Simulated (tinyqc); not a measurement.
Printed widths: electron-beam lithography: double-Gaussian proximity function, edge placement and dose correction for parallel lines. Computed by tinyqc, a small Python program. Command: `OMP_NUM_THREADS=1 python tinyqc.py 3112429 3112430 out.jsonl proximity walk`. One thread of a shared host (Intel(R) Xeon(R) Processor @ 2.30GHz), about 0.01 s of CPU time with the checks.

Lines are infinitely long. Absorbed energy is counted so that the middle of a very large area written at dose 1 receives 1; the resist develops where it exceeds 1/2.

Inputs (values chosen for the exercise, of the order of those for 50 keV electrons in resist on silicon): forward range alpha = 0.016 micrometre; backscatter range beta = 10 micrometre; backscatter ratio eta = 0.88.

line widths (micrometre): [0.035, 10, 1.5, 0.043]

gaps between the lines (micrometre): [0.1, 2.1, 1.2]

Method:
- The first line starts at x = 0; each next one starts after the width and the gap.
- f(r) = [exp(-r^2/alpha^2)/alpha^2 + eta exp(-r^2/beta^2)/beta^2]/(pi (1 + eta)). A line from a to b at dose d gives E(x) = d [S(alpha) + eta S(beta)]/(1 + eta), S(s) = [erf((b - x)/s) - erf((a - x)/s)]/2.
- M_ij is the mean of E at the two edges of line i from line j at dose 1.
- Uncorrected edge energies are M 1. Solve M d = 1/2 for the doses d that put the mean edge energy of every line at the threshold.
- Edges are the roots of E(x) = 1/2 between a line centre and the middle of the next gap. Three cases: dose 1 everywhere; one common dose equal to the mean of d; the corrected doses.

Lines (micrometre):
```
line,left edge,right edge,centre
1,0.000,3.50000e-02,1.75000e-02
2,0.135,1.01350e+01,5.13500e+00
3,12.235,1.37350e+01,1.29850e+01
4,14.935,1.49780e+01,1.49565e+01
```

corrected doses: 1 1.09557, 2 1.02188, 3 1.14859, 4 1.29698

Width error, printed less drawn (nm):
```
line,drawn width (nm),dose 1,mean dose,corrected
1,35,-3.3384,3.3215,0.000032
2,10000,-1.4558,5.1785,0.000215
3,1500,-5.2683,1.3737,0.001241
4,43,-9.6094,-2.7421,0.000029
```

With the common mean dose the errors span 7.9 nm. With corrected doses the largest error is below 0.01 nm.

Extremes, crossings and ranges named in words are read from the listed rows.
